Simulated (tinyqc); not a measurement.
Worked calculation: thermal stress and diffusional relaxation in a metal film: Coble and Nabarro-Herring creep, cooling and holds. Computed by tinyqc, a small Python program that keeps every step. Command: `OMP_NUM_THREADS=1 python tinyqc.py 3009217 3009218 out.jsonl creep walk`. One thread of a shared host (Intel(R) Xeon(R) Processor @ 2.30GHz), about 0.05 s of CPU time with the checks. Intermediate numbers are printed to about 5 digits and carried at full precision; extremes and crossings named in words are read from the listed rows.

A thin film on a rigid substrate is stress-free at T0. Tension is positive and the film creeps linearly: d sigma/dt = -M (mismatch) dT/dt - sigma/tau.

Inputs (values chosen for the exercise, modelled on gold films on silicon):
```
quantity                           value        unit
biaxial modulus M                    140         GPa
expansion mismatch                  11.5      1e-6/K
atomic volume Omega                   17  angstrom^3
lattice prefactor D0               1e-05       m^2/s
lattice energy E                    1.86          eV
boundary prefactor (delta D_b)0  2.9e-16       m^3/s
boundary energy E_b                0.866          eV
grain size d                        0.19          um
stress-free temperature T0           400           C
hold temperature T                   200           C
hold time t                         0.01           h
cooling rate                           1       C/min
```

Constants: k_B = 1.380649e-23 J/K; k_B = 8.617333262e-05 eV/K.

## Elastic stress after a quench

Thermoelastic slope = M x mismatch; sigma_0 = slope x (T0 - T).

thermoelastic slope = 1.61 MPa/K

stress after a quench sigma_0 = 322 MPa

## Creep at the hold temperature

Creep rate per stress: Nabarro-Herring 14 D Omega/(k_B T d^2), Coble (14 pi) delta D_b Omega/(k_B T d^3), with D = D0 exp(-E/(k_B T)), delta D_b = (delta D_b)0 exp(-E_b/(k_B T)); 1/tau = M x (sum of both)/2 (biaxial strain rate is half the uniaxial one). Temperatures in kelvin are T(C) + 273.15. sigma(t) = sigma_0 exp(-t/tau), relaxed part sigma_0 - sigma(t); the grain size where both mechanisms are equal is pi delta D_b/D.

Nabarro-Herring rate = 1.5564e-19 1/(Pa s)

Coble rate = 2.8876e-12 1/(Pa s)

relaxation time tau = 0.0013742 h

stress after the hold = 0.22261 MPa

stress relaxed during the hold = 321.78 MPa

crossover grain size = 3.5252e+06 um

Coble creep is 1.9e7 times as fast as Nabarro-Herring creep at this grain size. The crossover size is formal, far above any film grain. Caution: bulk creep laws overstate relaxation in a bonded film, where the substrate constrains boundary diffusion, and dislocation glide is left out.

## Stress after cooling to room temperature

Cooling from T0 at the constant rate: d sigma/dT = -slope + sigma/(tau(T) x rate), integrated to 25 C (stiff solver, tolerance 1e-9). Effective stress-free temperature T_eff = 25 C + sigma/slope.

stress at 25 C = 117.48 MPa

effective stress-free temperature = 97.969 C

Creep during cooling removes 80.5 % of the elastic value. Caution: bulk creep laws overstate relaxation in a bonded film, and dislocation glide would cap stresses above the yield stress.

## Where a fixed hold relaxes most

For each hold temperature: sigma_0 = slope (T0 - T), relaxed stress sigma_0 (1 - exp(-t/tau)), initial rate sigma_0/tau. In confined lines the relaxed part appears as void volume.

Holds:
```
T (C)  sigma_0 (MPa)     tau (h)  relaxed (MPa)  initial rate (MPa/h)
25            603.75  2.2474e+02     2.6864e-02            2.6864e+00
65            539.35  4.7290e+00     1.1393e+00            1.1405e+02
105           474.95  2.2807e-01     2.0375e+01            2.0825e+03
145           410.55  1.9846e-02     1.6250e+02            2.0687e+04
185           346.15  2.6673e-03     3.3800e+02            1.2978e+05
225           281.75  4.9830e-04     2.8175e+02            5.6542e+05
265           217.35  1.2018e-04     2.1735e+02            1.8086e+06
305           152.95  3.5469e-05     1.5295e+02            4.3122e+06
345            88.55  1.2314e-05     8.8550e+01            7.1909e+06
385            24.15  4.8810e-06     2.4150e+01            4.9478e+06
```

The relaxed stress peaks at 185 C among these rows: colder holds have more stress but slower diffusion, hotter ones faster diffusion but less stress. The initial rate peaks about k_B T^2/E_b = 45 K below T0 when boundaries dominate; its largest row is 345 C. Caution: dislocation glide would cap stresses above the yield stress; capping layers can block the surface and boundary paths, and threshold stresses are ignored.

Checks made by the program: cooling integral by quadrature (relative difference 7e-09).
